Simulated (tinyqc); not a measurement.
# On-chip interconnect, size-dependent resistivity and RC delay: two metals against line width

A rectangular line between two neighbours and two ground planes. Surface and grain-boundary scattering are added to the bulk resistivity as corrections; capacitances are parallel-plate values without fringing; inductance is ignored.

Metal width x = wd - 2 tl, height y = AR wd - tl; grain boundaries (Mayadas-Shatzkes): al = (lam/(gr x)) Rg/(1 - Rg), g = 1/[1 - 3 al/2 + 3 al^2 - 3 al^3 ln(1 + 1/al)] - 1; surfaces (Fuchs-Sondheimer, thick limit): s = (3/8) lam (1 - ps)(1/x + 1/y); rho = rho0 (1 + g + s); r = rho/(x y). The second metal has rho2, lam2 and tl2 in place of rho0, lam and tl; ps, Rg, gr and AR are shared.

Parameters, values chosen for the exercise; metal values close to those of copper:
- rho0 = 1.71 uohm cm (bulk resistivity)
- lam = 40.2 nm (bulk mean free path)
- ps = 0.3 (specular share of surface scattering)
- Rg = 0.18 (reflection coefficient of grain boundaries)
- gr = 1 (grain size over the metal width)
- AR = 1.4 (aspect ratio, height over width)
- tl = 2 nm (liner on both walls and the bottom, not conducting)
- sp = 58 nm (space to the neighbouring lines)
- hd = 76 nm (dielectric height to the planes above and below)
- ek = 3.9 (relative permittivity of the dielectric)
- Mf = 1 (Miller factor of the neighbours)
- rho2 = 5.19 uohm cm (bulk resistivity of the second metal (close to tungsten))
- lam2 = 15.8 nm (mean free path of the second metal)
- tl2 = 0.2 nm (liner of the second metal)

Constants: eps0 = 8.8541878128e-12 F/m. Results are converted to the units shown.

Results:
```
wd (nm)	rho, first (uohm cm)	rho, second (uohm cm)	r, first (ohm/um)	r, second (ohm/um)	ratio second/first
6.5	19.62	15.26	1.105e4	2811	0.2543
8	13.30	13.31	3615	1592	0.4402
10	9.659	11.64	1342	878.8	0.6550
13	7.140	10.13	489.7	446.6	0.9119
22	4.514	8.092	87.08	122.4	1.406
30	3.677	7.316	35.35	59.13	1.672
45	2.973	6.606	11.89	23.59	1.984
70	2.503	6.101	3.950	8.962	2.269
120	2.165	5.721	1.124	2.851	2.536
```

Estimate the missing row, wd = 17 nm.

Computed row:
```
wd (nm)	rho, first (uohm cm)	rho, second (uohm cm)	r, first (ohm/um)	r, second (ohm/um)	ratio second/first
17	5.540	8.953	195.5	228.5	1.169
```

With this row back in the table: The resistivity of the first metal falls from 19.6 to 2.16 uohm cm and that of the second goes from 15.3 to 5.72 uohm cm as the line widens. The products rho0 lam, which set the size effect, are 68.7 and 82.0 uohm cm nm. The two resistances cross at wd = 14.2 nm: below it the second metal gives the lower line resistance. For widths well under the mean free path the thick-limit surface term is only a guide.

tinyqc, about 0.01 s, one thread, Intel Xeon 2.30GHz (shared host): `OMP_NUM_THREADS=1 python tinyqc.py 2100063 2100064 out.jsonl`
